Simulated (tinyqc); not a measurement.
Piezoresistors in the (001) plane of a cubic crystal: two steps of the calculation.

Plane stress in crystal axes x = [100], y = [010]. First-order piezoresistance: d rho_xx/rho = p11 sxx + p12 syy, d rho_yy/rho = p12 sxx + p11 syy, d rho_xy/rho = p44 sxy; a resistor along d = (cos th, sin th) changes by dR/R = d.(d rho/rho).d. Changes of geometry and second-order terms are left out.

Values chosen for this exercise; coefficients close to those of lightly doped p-type silicon:
- p11 = 6.35 x 1e-11/Pa (piezoresistive coefficient)
- p12 = -1.17 x 1e-11/Pa (piezoresistive coefficient)
- p44 = 131 x 1e-11/Pa (piezoresistive coefficient)
- th = 30 deg (angle of the current from [100])
- Sx = -80 MPa (stress sxx)
- Sy = -167 MPa (stress syy)
- St = -77 MPa (shear stress sxy)
- Vb = 3.3 V (bridge supply)

Problem 1. Change of the resistivity tensor. As in the introduction.

Find: d rho/rho.

Solution 1.

d rho/rho (%):
```
	x	y
x	-0.313	-10.087
y	-10.087	-0.967
```

Problem 2. Resistors at th and th + 90 degrees, and the bridge. dR/R = d.(d rho/rho).d. A full bridge with two resistors of each kind in opposite arms gives Vout = Vb (a - b)/(2 + a + b), a and b the two dR/R.

d rho/rho (%):
```
	x	y
x	-0.312610	-10.087000
y	-10.087000	-0.966850
```

Wanted: dR/R at th; dR/R at th + 90; Vout.

Solution 2.

dR/R at th = -9.212 %
dR/R at th + 90 = 7.932 %
Vout = -284.7 mV

Program tinyqc, `OMP_NUM_THREADS=1 python tinyqc.py 2530104 2530105 out.jsonl`; Intel Xeon 2.30GHz, shared host, one thread, about 0.01 s.
